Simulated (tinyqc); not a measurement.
# Quantum point contact as a saddle point, step by step

tinyqc, about 0.06 s, one thread, Intel Xeon 2.30GHz (shared host): `OMP_NUM_THREADS=1 python tinyqc.py 2740127 2740128 out.jsonl` Printed values are rounded.

Potential V0 - m wx^2 x^2/2 + m wy^2 y^2/2; energies are counted from V0. Mode n = 0, 1, ... transmits T_n(E) = 1/(1 + exp(-2 pi (E - E_n)/wx)), E_n = wy (n + 1/2); each mode carries 2 q^2/h.

Inputs (values chosen for the exercise): temperature T = 0.3 K; transverse quantum hbar wy wy = 5.9 meV; curvature of the barrier hbar wx wx = 2.6 meV; Fermi level above the saddle point mu = 17.38 meV; points of the energy grid nE = 11; half-range of the grid in kB T xm = 8.

Constants: q = 1.602176634e-19 C, kB = 1.380649e-23 J/K, h = 6.62607015e-34 J s, Vt = kB T/q. Results are converted to the units shown.

## Transmissions at the Fermi level

At zero temperature g = G/(2 q^2/h) = sum T_n(mu); Fano factor sum T_n (1 - T_n)/sum T_n. Modes beyond those listed are in the sums but add less than 1e-4 to g.

| mode | E_n (meV) | T_n |
|---|---|---|
| 0 | 2.9500 | 1.00000 |
| 1 | 8.8500 | 1.00000 |
| 2 | 14.7500 | 0.99827 |
| 3 | 20.6500 | 0.00037 |
| 4 | 26.5500 | 0.00000 |

g = 2.9986
G = 232.34 uS
Fano factor = 7.005e-4

## Thermal average on a coarse grid

g(T) = int g(E) (-df/dE) dE = int g(mu + x kB T) dx/(4 cosh^2(x/2)), g(E) the zero-temperature value at E, g = G/(2 q^2/h). Simpson's rule on nE equally spaced x from -xm to xm.

| point | x | E (meV) | g(E) | weight |
|---|---|---|---|---|
| 0 | -8.00000 | 17.1732 | 2.99737 | 0.000335 |
| 1 | -6.40000 | 17.2145 | 2.99766 | 0.001656 |
| 2 | -4.80000 | 17.2559 | 2.99794 | 0.008096 |
| 3 | -3.20000 | 17.2973 | 2.99819 | 0.037632 |
| 4 | -1.60000 | 17.3386 | 2.99842 | 0.139764 |
| 5 | 0.00000 | 17.3800 | 2.99864 | 0.250000 |
| 6 | 1.60000 | 17.4214 | 2.99884 | 0.139764 |
| 7 | 3.20000 | 17.4627 | 2.99903 | 0.037632 |
| 8 | 4.80000 | 17.5041 | 2.99921 | 0.008096 |
| 9 | 6.40000 | 17.5455 | 2.99939 | 0.001656 |
| 10 | 8.00000 | 17.5868 | 2.99956 | 0.000335 |

integral of the weight = 1.01675
g(T) = 3.04886
g(T) divided by the integral of the weight = 2.99863

A converged quadrature gives 2.9986; this grid is 1.7 % above that, and its weight integrates to 1.017 in place of 1.
